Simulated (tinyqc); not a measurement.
From results back to parameters: two-band k.p model of the Delta valleys near the X point under shear strain. Five cases, with inputs chosen for the exercise.

Problem. Under a shear strain exy (|eta| < 1) the valley on the [001] axis has ml(eta) = ml/(1 - eta^2), 1/m[110] = 1/mt + eta/Mp and 1/m[1-10] = 1/mt - eta/Mp with Mp > 0, eta = D exy/Delta, Delta = 2 c k0^2/ml, k0 = kx0 2 pi/a, c = hbar^2/2m0.

Constants: hbar^2/2m0 = 3.80998211 eV angstrom^2.

Case 1.

Values chosen (near those of Si; the results hold for these values, not for the real material): a = 5.435 angstrom (lattice constant); ml = 0.925 m0 (longitudinal mass); kx0 = 0.15 2 pi/a (distance of the minimum from X); exy = 0.002 (shear strain).

m[110], m[1-10], ml(eta) (m0): 0.18337938  0.22236686  0.93612118

Case 2.

Values chosen (near those of Si; the results hold for these values, not for the real material): a = 5.425 angstrom (lattice constant); ml = 0.94 m0 (longitudinal mass); kx0 = 0.151 2 pi/a (distance of the minimum from X); exy = 0.0086 (shear strain).

m[110], m[1-10], ml(eta) (m0): 0.13742356  0.36721133  1.28259447

Case 3.

Values chosen (near those of Si; the results hold for these values, not for the real material): a = 5.423 angstrom (lattice constant); ml = 0.927 m0 (longitudinal mass); kx0 = 0.154 2 pi/a (distance of the minimum from X); exy = -0.005 (shear strain).

m[110], m[1-10], ml(eta) (m0): 0.24755991  0.15949339  0.99412238

Case 4.

Values chosen (near those of Si; the results hold for these values, not for the real material): a = 5.444 angstrom (lattice constant); ml = 0.937 m0 (longitudinal mass); kx0 = 0.148 2 pi/a (distance of the minimum from X); exy = -0.009 (shear strain).

m[110], m[1-10], ml(eta) (m0): 0.35703806  0.12851507  1.39441501

Case 5.

Values chosen (near those of Si; the results hold for these values, not for the real material): a = 5.425 angstrom (lattice constant); ml = 0.94 m0 (longitudinal mass); kx0 = 0.15 2 pi/a (distance of the minimum from X); exy = -0.0054 (shear strain).

m[110], m[1-10], ml(eta) (m0): 0.27600077  0.15559182  1.05228121

Find: mt; eta; Mp; D.

Solution. The mean of the two inverse transverse masses is 1/mt; eta^2 = 1 - ml/ml(eta), with the sign of 1/m[110] - 1/m[1-10] = 2 eta/Mp, which then gives Mp; D = eta Delta/exy.

Case 1.

mt = 0.201 m0
eta = 0.1090
Mp = 0.228 m0
D = 13.5 eV

Case 2.

mt = 0.200 m0
eta = 0.5168
Mp = 0.227 m0
D = 14.9 eV

Case 3.

mt = 0.194 m0
eta = -0.2598
Mp = 0.233 m0
D = 13.6 eV

Case 4.

mt = 0.189 m0
eta = -0.5727
Mp = 0.230 m0
D = 15.1 eV

Case 5.

mt = 0.199 m0
eta = -0.3267
Mp = 0.233 m0
D = 14.8 eV

Computed by tinyqc, one run a case: `OMP_NUM_THREADS=1 python tinyqc.py N N+1 out.jsonl` with N = 1050869, 1050870, 1050892, 1050927, 1050993; one thread of a shared Intel(R) Xeon(R) Processor @ 2.30GHz, about 0.01 s a run at most.
